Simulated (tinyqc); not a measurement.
Resistance of a tapered via with liner, size effect and interface: two steps of the calculation.

A round via whose diameter grows from db at the bottom as D(z) = db + 2 z/tan(ang). The fill, of diameter D - 2 tl, starts above the bottom liner (thickness fb tl) and has rho = rho0 (1 + ks lam/(D - 2 tl)); the sidewall liner conducts in parallel with it. The bottom liner and the interface are crossed over the full area pi db^2/4. Spreading in the lines above and below is left out.

Values chosen for this exercise; fill metal close to cobalt:
```
symbol  value      unit                                               meaning
db         35        nm                                diameter at the bottom
hv        110        nm                                                height
ang        88   degrees                                        sidewall angle
rho0     6.36   uohm cm                          bulk resistivity of the fill
lam      11.4        nm                            mean free path of the fill
ks          1                                              size-effect factor
tl        1.1        nm                                 liner on the sidewall
fb        0.7                   liner at the bottom over that on the sidewall
rl        200   uohm cm                              resistivity of the liner
ri      6e-12  ohm cm^2                   interface resistivity at the bottom
Sb       1e15     S/m^2  ballistic conductance per area, about 3/(4 rho0 lam)
```

Question 1. Slices of the via. Slices between z0 = fb tl and hv, evaluated at their midpoints: conductance per length pi/4 [(D - 2 tl)^2/rho + (D^2 - (D - 2 tl)^2)/rl], slice resistance = slice height over that. 9 slices.

Find: z; D; rho; slice resistance.

Answer 1.

```
slice  z (nm)  D (nm)  rho (uohm cm)  slice resistance (ohm)
0      6.8383  35.478         8.5388                  1.1846
1      18.975  36.325         8.4846                  1.1196
2      31.112  37.173         8.4331                  1.0597
3      43.248  38.021         8.3841                  1.0044
4      55.385  38.868         8.3373                 0.95329
5      67.522  39.716         8.2926                 0.90595
6      79.658  40.563         8.2499                 0.86202
7      91.795  41.411         8.2091                 0.82117
8      103.93  42.259         8.1699                 0.78313
```

Question 2. Total resistance. R_fill = sum of the slices; R_bottom = rl fb tl/(pi db^2/4); R_interface = ri/(pi db^2/4); ballistic (Sharvin) limit 1/(Sb pi (db - 2 tl)^2/4); ideal cylinder rho0 hv/(pi db^2/4).

slice resistance, slice 0 to 8 (ohm): 1.1846095  1.1195576  1.0596598  1.0043905  0.95328904  0.90595011  0.86201627  0.82117120  0.78313428

Give: parts; R; shares; ballistic limit; ideal cylinder.

Answer 2.

parts (ohm): fill 8.694, bottom liner 1.601, interface 0.6236
R = 10.92 ohm
shares (%): fill 79.63, bottom liner 14.66, interface 5.71
ballistic limit = 1.183 ohm
ideal cylinder = 7.271 ohm

The fill is the largest part, and R is 1.50 times the ideal cylinder. With 2000 slices R = 10.920 ohm.

Program tinyqc, `OMP_NUM_THREADS=1 python tinyqc.py 2750101 2750102 out.jsonl`; Intel Xeon 2.30GHz, shared host, one thread, about 0.01 s.
